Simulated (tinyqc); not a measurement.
# Energy and delay of logic against supply voltage: two studies

One expression serves below and above threshold: I(Vg) = Ik [ln(1 + exp((Vg - VT + dd V)/(al nf Vt)))]^al, with I_on = I(V) and I_off = I(0). Gate delay td = kd C V/I_on, clock period LD td. Per gate and cycle the switching energy is act C V^2 and the leakage energy I_off V LD td. No short-circuit current, no variation. Minima are sought above 0.09 V; below a few Vt gates no longer switch and the model has no meaning.

Inputs (values chosen for the exercise); values of the order met in logic technologies: temperature T = 358 K; threshold voltage at zero drain bias VT = 0.4 V; slope factor nf = 1.42; barrier lowering per volt of supply dd = 0.02; specific current of a gate Ik = 1.5 uA; exponent of the current law al = 1.38; load capacitance of a gate C = 1.9 fF; delay factor kd = 1.1; logic depth LD = 30; activity factor act = 0.01.

Constants: q = 1.602176634e-19 C, kB = 1.380649e-23 J/K, Vt = kB T/q. Results are converted to the units shown.

Each table varies one quantity; the others keep the values above.

## Energy and delay against supply voltage

EDP = energy times td.

Energy and delay against supply voltage:

| V (V) | I_on (uA) | I_off (nA) | td (ps) | switching (aJ) | leakage (aJ) | energy (aJ) | EDP (fJ ps) |
|---|---|---|---|---|---|---|---|
| 0.3 | 0.1534 | 0.1860 | 4087 | 1.710 | 6.843 | 8.553 | 34.96 |
| 0.4 | 1.030 | 0.1947 | 811.7 | 3.040 | 1.897 | 4.937 | 4.007 |
| 0.5 | 3.823 | 0.2038 | 273.4 | 4.750 | 0.8357 | 5.586 | 1.527 |
| 0.6 | 8.572 | 0.2133 | 146.3 | 6.840 | 0.5617 | 7.402 | 1.083 |
| 0.7 | 14.59 | 0.2233 | 100.3 | 9.310 | 0.4701 | 9.780 | 0.9805 |
| 0.8 | 21.49 | 0.2337 | 77.82 | 12.16 | 0.4365 | 12.60 | 0.9802 |
| 0.9 | 29.07 | 0.2446 | 64.70 | 15.39 | 0.4273 | 15.82 | 1.023 |
| 1 | 37.26 | 0.2560 | 56.09 | 19.00 | 0.4309 | 19.43 | 1.090 |
| 1.1 | 45.97 | 0.2680 | 50.01 | 22.99 | 0.4422 | 23.43 | 1.172 |
| 1.2 | 55.17 | 0.2805 | 45.46 | 27.36 | 0.4590 | 27.82 | 1.265 |

What does the comparison show, and why?

td falls from 4090 to 45.5 ps; the energy goes from 8.55 through a minimum of 4.94 (at V = 0.4 V among the rows listed) to 27.8 aJ and the EDP goes from 35.0 through a minimum of 0.980 (at V = 0.8 V among the rows listed) to 1.26 fJ ps. The exact minima lie at V = 0.417 V for the energy and 0.747 V for the EDP. Going from 1.2 V to the energy minimum saves a factor of 5.68 in energy and costs a factor of 14.3 in delay. Below the minimum the leakage energy rises faster than the switching energy falls, because the clock period grows so steeply.

## Optimum supplies against the logic depth

Same model as above.

V_min minimises the energy and V_EDP the product of energy and td.

Optimum supplies against the logic depth:

| LD | V_min (V) | energy at V_min (aJ) | leakage share (%) | clock at V_min (MHz) | V_EDP (V) | clock at V_EDP (GHz) |
|---|---|---|---|---|---|---|
| 5 | 0.3189 | 2.808 | 31.21 | 68.27 | 0.7278 | 2.161 |
| 8 | 0.3445 | 3.246 | 30.54 | 65.96 | 0.7303 | 1.360 |
| 12 | 0.3664 | 3.673 | 30.54 | 62.64 | 0.7336 | 0.9143 |
| 20 | 0.3943 | 4.300 | 31.30 | 56.90 | 0.7398 | 0.5576 |
| 30 | 0.4168 | 4.893 | 32.53 | 51.38 | 0.7471 | 0.3789 |
| 50 | 0.4462 | 5.811 | 34.91 | 43.73 | 0.7606 | 0.2350 |
| 80 | 0.4745 | 6.894 | 37.95 | 36.54 | 0.7786 | 0.1532 |
| 150 | 0.5153 | 8.893 | 43.27 | 27.48 | 0.8133 | 0.08809 |

What does the comparison show?

As LD goes from 5 to 150, V_min rises from 0.319 to 0.515 V, the energy there rises from 2.81 to 8.89 aJ, the clock there falls from 68.3 to 27.5 MHz and V_EDP rises from 0.728 to 0.813 V. act and LD enter V_min only through the ratio act/LD.

Program tinyqc, `OMP_NUM_THREADS=1 python tinyqc.py 2082043 2082044 out.jsonl`; Intel Xeon 2.30GHz, shared host, one thread, about 0.01 s.
